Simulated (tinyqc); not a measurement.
Equilibrium and kinetic segregation of a solute to boundaries and growing surfaces: one step, computed by the program tinyqc.

Question. Segregation at a growing surface. Two-state exchange during growth, dilute: jump up r_u = nu exp(-E_b/(k_B T_g)), jump back r_d = r_u exp(-E_s/(k_B T_g)), nu = 1e13 1/s. In the time 1/R of one monolayer the share carried up is p = [r_u/(r_u + r_d)] [1 - exp(-(r_u + r_d)/R)]; the tail decays as p^n, length -1/ln p monolayers; the equilibrium limit has p = r_u/(r_u + r_d).

Inputs (values chosen for the exercise, modelled on a solute in a copper line):

| quantity | value | unit |
|---|---|---|
| exchange barrier E_b | 1.38 | eV |
| surface segregation energy E_s | 0.3 | eV |
| growth temperature T_g | 620 | K |
| growth rate | 1.4 | monolayers/s |

Constants: k_B = 8.617333262e-05 eV/K.

Give: r_u; r_d; share carried up p; decay length.

Answer.

r_u = 60.594 1/s

r_d = 0.22071 1/s

share carried up p = 0.99637

decay length = 275.04 monolayers

Exchange is fast against growth: the equilibrium regime, where heating shortens the tail.
